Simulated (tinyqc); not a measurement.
Power iteration on a symmetric matrix, step by step. One step of it, computed by the program tinyqc.

Task: Step 2. w = (A - shift) v; v' = w/|w| with its largest component positive (the first on a tie); lambda = v'^T A v'.

A, lower triangle:
```
,1,2,3,4,5,6
1,0.740000
2,-0.351000,0.741000
3,0.321000,0.487000,0.946000
4,0.194000,-0.432000,-0.300000,1.079000
5,0.382000,-0.536000,-1.038000,-0.389000,1.083000
6,-0.025000,0.278000,0.596000,0.409000,0.312000,1.214000
```

vector after step 1: 0.094386  0.485777  0.185127  0.349483  0.621707  -0.460632

shift = 1.520000

Give: vector after step 2; Rayleigh quotient after step 2.

Result:

vector after step 2: -0.068  0.480  0.444  0.427  0.498  -0.371

Rayleigh quotient after step 2 = -0.546
